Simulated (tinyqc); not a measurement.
Donor in an ellipsoidal valley (Kohn-Luttinger variational method). From one set of inputs to another, one input at a time. Computed by tinyqc, a small Python program. Command: `OMP_NUM_THREADS=1 python tinyqc.py 3016560 3016561 out.jsonl kohnlutt ladder`. One thread of a shared host (Intel(R) Xeon(R) Processor @ 2.30GHz), about 0.1 s of CPU time with the checks.

H = -(d^2/dx^2 + d^2/dy^2) - gamma d^2/dz^2 - 2/r in units built on m_t, with gamma = m_t/m_l and z along the valley axis. One valley; no valley-orbit or central-cell term.

The inputs printed are set A. Set A is modelled on germanium; the values taken over come from a set modelled on GaP. Inputs not listed in the table keep their values of set A, so the rows need not describe a real material.

Inputs (values chosen for the exercise, modelled on germanium): transverse mass m_t = 0.0837 m_0; longitudinal mass m_l = 1.56 m_0; dielectric constant eps = 15.3.

Constants: Ry = 13.605693123 eV; a_0 = 0.529177210903 angstrom.

Method:
- Ry* = Ry m_t/eps^2, a* = a_0 eps/m_t, gamma = m_t/m_l.
- Trial function exp(-sqrt((x^2 + y^2)/a^2 + z^2/b^2)) with beta = b/a < 1: E = t/a^2 - u/a, t = (2 + gamma/beta^2)/3, u = 2 arcsin(sqrt(1 - beta^2))/sqrt(1 - beta^2); the best a is 2 t/u and E(beta) = -u^2/(4 t).
- Golden-section search on beta from 0.05 to 0.999, 60 steps.
- Gaussian basis: g = P exp(-al (x^2 + y^2) - be z^2) with P = 1 (s-like), z (2p0) or x (2p+-); al = 0.004 x 2.6^k, k = 0..11, and be/al = 1, gamma^(-1/2) or 1/gamma (36 functions); 1/r = (2/sqrt(pi)) int exp(-t^2 r^2) dt by 48 Gauss-Legendre points after t = sqrt(al_i + al_j) tan(theta); overlap eigenvalues below 1e-10 are dropped.

Each row keeps all changes above it; columns: (1) input moved; (2) from; (3) to; (4) 2p+- binding energy (meV); (5) radius a of the 1s trial function (angstrom); (6) radius b of the 1s trial function (angstrom):
```
(1)                             (2)    (3)    (4)    (5)    (6)
set A                             -      -  1.783  60.40  21.72
longitudinal mass m_l (m_0)    1.56   1.17  1.742  62.47  24.80
transverse mass m_t (m_0)    0.0837  0.249  4.632  24.42  14.15
dielectric constant eps        15.3   10.9  9.126  17.40  10.08
```

2p+- binding energy goes from 1.78 to 9.13, a factor 5.12 in all. The largest single move comes from transverse mass m_t (a factor 2.66). Radius a of the 1s trial function goes from 60.4 to 17.4, a factor 0.288 in all. The largest single move comes from transverse mass m_t (a factor 0.391). Radius b of the 1s trial function goes from 21.7 to 10.1, a factor 0.464 in all. The largest single move comes from transverse mass m_t (a factor 0.571), and longitudinal mass m_l works against it (a factor 1.14). The single moves hold for this order of the switches; the total does not depend on the order.

Extremes, crossings and ranges named in words are read from the listed rows.
